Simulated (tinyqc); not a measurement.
# One rectangular barrier with mass mismatch, transfer matrices: effects of single changes

One electron of energy E comes from the left lead (band edge 0); no transverse momentum. Parabolic bands, masses in units of m0, C = hbar^2/(2 m0); psi and psi'/m are continuous at every interface. The right lead equals the left one.

Values chosen for this exercise; masses and offsets close to those of InGaAs wells and InAlAs barriers:
- mL = 0.042 m0 (mass in the left lead)
- U1 = 0.51 eV (barrier height)
- m1 = 0.073 m0 (barrier mass)
- d1 = 4.7 nm (barrier width)
- E = 0.243 eV (electron energy)

Constants: q = 1.602176634e-19 C, hbar = 1.054571817e-34 J s, m0 = 9.1093837015e-31 kg, hbar^2/(2 m0) = 0.0380998212 eV nm^2. Results are converted to the units shown.

Each table varies one quantity; the others keep the values above.

## Effect of the barrier mass and of the matching rule

For the pair (psi, psi'/m) a flat layer has M = [[cos kd, (m/k) sin kd], [-(k/m) sin kd, cos kd]] with k = sqrt(m (E - U)/C) above its edge U, and M = [[cosh Kd, (m/K) sinh Kd], [(K/m) sinh Kd, cosh Kd]] with K = sqrt(m (U - E)/C) below it. The matrices are multiplied with later layers to the left. With M acting on (psi, psi'/m) and v = k/m in each lead, T(E) = 4 vL vR/[(vL vR M12 - M21)^2 + (vR M11 + vL M22)^2]. The second column matches psi and psi' without the mass (every m outside k and K set to 1), which is not the envelope-function rule when the masses differ.

Result of one run:

| m1 (m0) | T(E), psi'/m matched | T(E), psi' matched | ratio |
|---|---|---|---|
| 0.03 | 0.050082 | 0.051595 | 1.0302 |

What becomes of these results when the barrier mass m1 is changed from 0.03 to 0.045 m0, all else the same?

Result of the changed run:

| m1 (m0) | T(E), psi'/m matched | T(E), psi' matched | ratio |
|---|---|---|---|
| 0.045 | 0.020186 | 0.020058 | 0.99366 |

The whole series:

| m1 (m0) | T(E), psi'/m matched | T(E), psi' matched | ratio |
|---|---|---|---|
| 0.024 | 0.073717 | 0.077300 | 1.0486 |
| 0.03 | 0.050082 | 0.051595 | 1.0302 |
| 0.037 | 0.032431 | 0.032807 | 1.0116 |
| 0.045 | 0.020186 | 0.020058 | 0.99366 |
| 0.055 | 0.011528 | 0.011244 | 0.97537 |
| 0.067 | 0.0061438 | 0.0058857 | 0.95799 |
| 0.082 | 0.0029608 | 0.0027869 | 0.94125 |
| 0.1 | 0.0013212 | 0.0012235 | 0.92608 |
| 0.12 | 5.7904e-4 | 5.2888e-4 | 0.91339 |

With psi'/m matched, T(E) falls from 0.0737 to 5.79e-4. The other rule gives 1.05 times that in the first row and 0.913 times in the last; the two rules coincide at m1 = mL = 0.042.

## Effect of the barrier width

Same model as above.

For a thick barrier T(E) tends to c exp(-2Kd), c = 16 g^2/(1 + g^2)^2, g = (K/m1)/vL.

Effect of the barrier width:

| d1 (nm) | K d | T(E) | c exp(-2Kd) |
|---|---|---|---|
| 0.42 | 0.30040 | 0.91078 | 2.0821 |
| 1.07 | 0.76531 | 0.57230 | 0.82164 |
| 1.71 | 1.2231 | 0.28277 | 0.32891 |
| 2.36 | 1.6880 | 0.12215 | 0.12980 |
| 3.01 | 2.1529 | 0.050000 | 0.051221 |
| 3.65 | 2.6106 | 0.020307 | 0.020504 |
| 4.3 | 3.0756 | 0.0080605 | 0.0080914 |
| 4.95 | 3.5405 | 0.0031883 | 0.0031931 |
| 5.59 | 3.9982 | 0.0012775 | 0.0012782 |

What does the comparison show?

T(E) falls from 0.911 to 0.00128. Here g = 0.795 and c = 3.80. The thick-barrier form is 2.29 times the exact value at Kd = 0.30 and 0.061 % above it at Kd = 4.0; at the end T(E) loses 0.621 decades a nanometre, against 2K/ln 10 = 0.621. In 1 of the 9 rows a layer is thinner than 0.8 nm, a few atomic planes, where an effective mass is a rough description.

## Transmission against energy

Same model as above.

The last column is exp(-2 sum K d) over the layers with U > E.

Transmission against energy:

| E (eV) | T(E) | exp(-2 sum K d) |
|---|---|---|
| 0.041 | 2.4721e-4 | 1.3493e-4 |
| 0.121 | 0.0010889 | 2.9894e-4 |
| 0.2 | 0.0028430 | 7.1409e-4 |
| 0.28 | 0.0067787 | 0.0019497 |
| 0.36 | 0.016115 | 0.0064780 |
| 0.44 | 0.040266 | 0.031984 |
| 0.519 | 0.10839 | 1.0000 |
| 0.599 | 0.31990 | 1.0000 |
| 0.679 | 0.79373 | 1.0000 |
| 0.759 | 0.99056 | 1.0000 |
| 0.838 | 0.83139 | 1.0000 |
| 0.918 | 0.71926 | 1.0000 |

What does the table show?

T(E) runs from 2.47e-4 at 0.041 eV to 0.719 at 0.918 eV; among the rows its largest value is 0.991 at 0.759 eV. Below the barrier the ratio to exp(-2Kd) lies between 1.26 and 3.98: that is the prefactor which WKB sets to 1. Above the barrier T(E) is as low as 0.108 in these rows: both interfaces reflect, and the reflections cancel only where k d is a multiple of pi.

Range of the model: Masses are held fixed, although real bands cease to be parabolic a few tenths of an eV from their edges (inside a barrier too).

Numbers from tinyqc (`OMP_NUM_THREADS=1 python tinyqc.py 2560041 2560042 out.jsonl`; about 0.01 s on one thread of a shared Intel Xeon 2.30GHz).
